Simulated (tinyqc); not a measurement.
# Changing the coupling lambda_1

Model: critical temperature from a phonon spectrum: McMillan, Allen-Dynes and the linearised Eliashberg equation. Computed by tinyqc, a small Python program. Command: `OMP_NUM_THREADS=1 python tinyqc.py 3003824 3003825 out.jsonl eliashberg sweep`. One thread of a shared host (Intel(R) Xeon(R) Processor @ 2.30GHz), about 0.02 s of CPU time with the checks.

alpha^2 F(omega) = sum_i (lambda_i omega_i/2) delta(omega - omega_i), so that lambda = 2 int alpha^2 F/omega d omega = sum_i lambda_i.

Inputs (values chosen for the exercise, for a model metal): peak energy omega_1 = 6.76 meV; Coulomb pseudopotential mu* = 0.12.

Peaks in alpha^2 F: one.

Constants: k_B = 8.617333262e-05 eV/K.

Method:
- omega_log = exp(sum lambda_i ln omega_i / lambda); omega_rms = sqrt(sum lambda_i omega_i^2 / lambda).
- McMillan form: k_B T_c = (omega_log/1.2) exp[-1.04 (1 + lambda)/(lambda - mu* (1 + 0.62 lambda))]. Allen-Dynes multiplies it by f1 f2: f1 = [1 + (lambda/L1)^(3/2)]^(1/3), L1 = 2.46 (1 + 3.8 mu*); f2 = 1 + (omega_rms/omega_log - 1) lambda^2/(lambda^2 + L2^2), L2 = 1.82 (1 + 6.3 mu*) omega_rms/omega_log.
- Linearised Eliashberg equation at omega_n = (2n + 1) pi k_B T, n = 0..N-1: lambda(j) = sum_i lambda_i omega_i^2/(omega_i^2 + (2 pi j k_B T)^2); K_mn = lambda(m - n) + lambda(m + n + 1) - 2 mu*(N) - delta_mn [2m + 1 + lambda(0) + 2 sum_(j=1..m) lambda(j)], with 1/mu*(N) = 1/mu* + ln(omega_rms/omega_N), omega_N = (2N + 1) pi k_B T. T_c is where the largest eigenvalue rho of K is zero.
- N is the smallest integer at or above 8 omega_max/(2 pi k_B T_AD), omega_max the highest peak and T_AD the Allen-Dynes value.

One run for each value:
```
coupling lambda_1,"T_c, Eliashberg (K)",omega_log (meV),"T_c, Allen-Dynes (K)","T_c, McMillan form (K)",lambda
0.805,3.25,6.76,3.36,3.24,0.805
1.460,8.76,6.76,8.84,8.19,1.460
1.960,11.88,6.76,11.90,10.62,1.960
2.640,15.26,6.76,15.09,12.82,2.640
3.560,18.92,6.76,18.47,14.68,3.560
4.780,22.93,6.76,22.08,16.18,4.780
6.440,27.50,6.76,26.16,17.38,6.440
```

Give the missing row, coupling lambda_1 = 1.080.

Computed row:
```
coupling lambda_1  T_c, Eliashberg (K)  omega_log (meV)  T_c, Allen-Dynes (K)  T_c, McMillan form (K)  lambda
1.080                             5.78             6.76                  5.88                    5.59   1.080
```

Interpolating between the two neighbouring rows (the first column on a logarithmic scale, the others too where they are positive) misses most in T_c, McMillan form (K), by 8.3 %. Over the rows, T_c, Eliashberg (K) rises from 3.25 to 27.5 (exponent d ln y / d ln x 2.0 between the first rows and 0.61 between the last); omega_log (meV) does not change; T_c, Allen-Dynes (K) rises from 3.36 to 26.2 (exponent d ln y / d ln x 1.9 between the first rows and 0.57 between the last). McMillan/Eliashberg goes from 1.00 to 0.63.

Caution (rows 1.96, 2.64, 3.56, 4.78, 6.44): for lambda above about 1.5 the plain McMillan form saturates and falls short.

Extremes, crossings and ranges named in words are read from the listed rows.
